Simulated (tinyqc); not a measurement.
What moves the results: interface roughness in a thin film (subband fluctuation and scattering). A value that a table varies takes the place of the one given here.

Square well of width t, barriers V0, c = hbar^2/2m0: E1 solves k t + 2 atan[(k/mz)/(kappa/mb)] = pi, k = sqrt(mz E/c), kappa = sqrt(mb (V0 - E)/c). One interface is rough, so the subband edge fluctuates by G dt with G = |dE1/dt| (central difference of 0.01 angstrom; 2 E1/t for hard walls).

Gaussian roughness spectrum S(q) = pi D^2 Lc^2 exp(-q^2 Lc^2/4). Degenerate gas, taken to fill one subband (the second starts to fill once c kF^2/md exceeds E2 - E1, which is not tested here): kF = sqrt(2 pi Ns/gv), q = 2 kF sin(theta/2), 1/tau = (md/(2 pi c hbar)) G^2 times the integral from 0 to pi of S(q)(1 - cos theta)/eps(q)^2 dtheta, eps(q) = 1 + qs/q with screening (qs = gv md q0/(c eps), q0 = e^2/(4 pi eps0), form factors left out, which overstates the screening; other scattering is left out too, so these values lie far above measured mobilities in all but the thinnest films) or 1 without; mobility = tau c2/md with c2 = e/m0 = 1.75882e15 cm^2/(V s^2); 1e12/cm^2 = 1e-4/angstrom^2.

Constants: hbar^2/2m0 = 3.80998211 eV angstrom^2; hbar = 6.58211957e-16 eV s; e^2/(4 pi eps0) = 14.39964547 eV angstrom.

Values chosen for the exercise (near those of a thin Ge channel on (111), one valley; the results hold for these values, not for the real material):
```
symbol  value                         unit         meaning
mz      1.574                         m0           confinement mass
V0      2.13                          eV           barrier
mb      0.29                          m0           barrier mass
md      0.081                         m0           mass in the plane
gv      1                                          valleys
D       3.7                           angstrom     rms height of the roughness
Lc      38                            angstrom     correlation length
Ns      0.69                          x 1e12/cm^2  sheet density
eps     11.5                                       mean dielectric constant at the channel
ts      (12, 15, 19, 22, 28, 35, 46)  angstrom     thicknesses
t       22                            angstrom     film thickness
Ll      (4, 8, 14, 22, 35, 55, 90)    angstrom     correlation lengths
```

## The sixth-power law

Screened mobility against thickness for the finite barrier and for hard walls.

Results:
```
t (angstrom)  E1 (meV)  G (meV/angstrom)  mobility (cm^2/(V s))  the same, hard walls
12               142.6            21.935                    229                   144
15                94.1            11.784                    792                   549
19                60.2             6.032               3.02e+03              2.27e+03
22                45.5             3.963               7.00e+03              5.46e+03
28                28.6             1.975               2.82e+04              2.32e+04
35                18.5             1.031               1.04e+05              8.86e+04
46                10.9             0.463               5.14e+05              4.56e+05
```

How do the results move?

With hard walls G goes as 1/t^3 and the mobility as t^6. With the finite barrier the local exponent is 5.57 at the thin end and 5.86 at the thick end, since the envelope leaks out and softens the dependence. The roughness limit falls below 500 cm^2/(V s) between 15 and 12 angstrom. The gate field, which also presses carriers to the interface, is left out. Below about 20 angstrom the effective-mass picture is itself doubtful. Up to t = 22 angstrom G D exceeds half of EF - E1, where the Born rate fails.

## Correlation length

Fixed D; bare and screened mobility.

Results:
```
Lc (angstrom)  kF Lc  bare mobility (cm^2/(V s))  screened mobility (cm^2/(V s))
4               0.08                    1.25e+05                        3.89e+05
8               0.17                    3.18e+04                        9.90e+04
14              0.29                    1.08e+04                        3.38e+04
22              0.46                    4.81e+03                        1.51e+04
35              0.73                    2.40e+03                        7.67e+03
55              1.15                    1.66e+03                        5.58e+03
90              1.87                    2.12e+03                        8.74e+03
```

What can be read from the table?

The bare mobility is lowest at Lc = 55 angstrom of those listed (kF Lc = 1.15). The screened mobility is lowest at Lc = 55 angstrom of those listed (kF Lc = 1.15). Short roughness averages out (mobility as 1/Lc^2; the first two rows give exponent -1.98), and long roughness deflects only by small angles (bare mobility rising as Lc; the last two rows give 0.50).

## What each parameter does

G, G D, and the screened mobility. Each row changes one parameter from the base and keeps the others.

Results:
```
case                  G (meV/angstrom)  G D (meV)  mobility (cm^2/(V s))
base                             3.963      14.66                   7003
t = 18 angstrom                  7.036      26.03                   2222
D = 4.81 angstrom                3.963      19.06                   4144
Lc = 46 angstrom                 3.963      14.66                   5962
Ns = 1.1 x 1e12/cm^2             3.963      14.66                   7670
mz = 1.81 m0                     3.502      12.96                   8967
md = 0.093 m0                    3.963      14.66                   6012
V0 = 1.49 eV                     3.867      14.31                   7357
eps = 13.8                       3.963      14.66                   6031
```

What can be read from the table?

The largest shifts from the base row, up to three for each result and ties (the steps differ in size, so this ranks the rows, not the parameters). G (meV/angstrom): t +3.073, mz -0.461, V0 -0.096; unchanged at the printed digits by D, Lc, Ns, md and eps. G D (meV): t +11.37, D +4.40, mz -1.71; unchanged at the printed digits by Lc, Ns, md and eps. mobility (cm^2/(V s)): t -4.78e+03, D -2.86e+03, mz +1.96e+03. In the base case G D is 0.72 times EF - E1 = 20.4 meV.

Run: tinyqc, `OMP_NUM_THREADS=1 python tinyqc.py 1251372 1251373 out.jsonl`; Intel(R) Xeon(R) Processor @ 2.30GHz, one thread, shared host; about 0.01 s of CPU time with all checks.
